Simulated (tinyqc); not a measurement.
# Worked calculation: single-photon avalanche diode, trigger probability and counting

Numbers from tinyqc (`OMP_NUM_THREADS=1 python tinyqc.py 2630016 2630017 out.jsonl`; about 0.01 s on one thread of a shared Intel Xeon 2.30GHz). Printed values are rounded.

A multiplication layer of width W with the uniform field V/W; alpha = an exp(-bn/E) for electrons, beta = ap exp(-bp/E) for holes (local model, no dead space). a = alpha W, b = beta W. Electrons enter at x = 0, holes at x = W. P0 is the probability that an electron entering at 0 starts a lasting avalanche, PW the same for a hole entering at W.

Parameters, values chosen for the exercise; ionisation coefficients close to those of indium phosphide:
```
symbol   value   unit                                                       meaning
an       1.1e7   1/cm                                            electron prefactor
bn        3.05  MV/cm                                                electron field
ap      4.69e6   1/cm                                                hole prefactor
bp        2.56  MV/cm                                                    hole field
W          1.5     um                             width of the multiplication layer
Vx          13      V                                                   excess bias
eta       0.43         probability that a photon makes a pair that enters the layer
Gd         440    1/s                          thermal generation rate in the layer
td         100     ns                                                     dead time
Cd         170     fF                                             diode capacitance
Rq         500   kohm                                             quench resistance
pa      2.4e-8                           trapping probability per avalanche carrier
tt         4.9     ns                                             trap release time
nph      4.2e6    1/s                                                   photon rate
```

Constants: q = 1.602176634e-19 C. Results are converted to the units shown.

## Ionisation integrals at and above breakdown

breakdown voltage VB = 60.2109 V

Breakdown: ln(a/b) = a - b with a not equal to b. VB is given; V = VB + Vx.

E at VB = 0.401406 MV/cm
a at VB = 0.827151
b at VB = 1.19540
E at V = 0.488072 MV/cm
a = 3.18820
b = 3.70967

At VB, ln(a/b) = -0.3682 equals a - b.

## Iteration 1: trigger probability by substitution

P0 at the start = 0.9

PW = P0 exp(b - a)/(1 - P0 + P0 exp(b - a)); P0(new) = 1 - (1 - PW)^(a/b).

PW = 0.938121
P0 after iteration 1 = 0.908501

## Iteration 2: trigger probability by substitution

As before.

PW = 0.943584
P0 after iteration 2 = 0.915488

## Course of the iteration: trigger probability by substitution

Stop when P0 changes by less than 1e-9, or after 400 iterations. The rule counts as met only at a root strictly between 0 and 1.

Course of the iteration:
```
iteration        P0  |change|
1          0.908501   8.50e-3
2          0.915488   6.99e-3
3          0.921265   5.78e-3
4          0.926068   4.80e-3
5          0.930082   4.01e-3
6          0.933453   3.37e-3
7          0.936297   2.84e-3
8          0.938707   2.41e-3
9          0.940756   2.05e-3
...             ...       ...
110        0.953672   2.54e-9
111        0.953672   2.23e-9
112        0.953672   1.95e-9
113        0.953672   1.71e-9
114        0.953672   1.50e-9
115        0.953672   1.31e-9
116        0.953672   1.15e-9
117        0.953672   1.01e-9
118        0.953672  8.81e-10
```

Converged in 118 iterations. At the end each change is about 0.88 times the one before: linear convergence.

## Detection, dark counts, afterpulses and dead-time loss

P0 = 0.953672
Pm = 0.963555

Pm is the mean trigger probability of pairs made evenly in the layer. PDP = eta P0; dark counts Gd Pm; avalanche charge Cd Vx/q; afterpulse probability pa (Cd Vx/q) exp(-td/tt) Pm; true rate n = nph PDP + dark counts; measured n/(1 + n td) (non-paralysable) or n exp(-n td) (paralysable); recharge time Rq Cd.

PDP = 0.410079
dark counts = 423.964 1/s
avalanche charge = 1.37937e7 electrons
afterpulse probability = 4.37136e-8 %
true rate = 1.72276e6 1/s
measured, non-paralysable = 1.46958e6 1/s
measured, paralysable = 1.45012e6 1/s
recharge time = 85 ns

Dead time hides 15 % of the events in the first model and 16 % in the second.
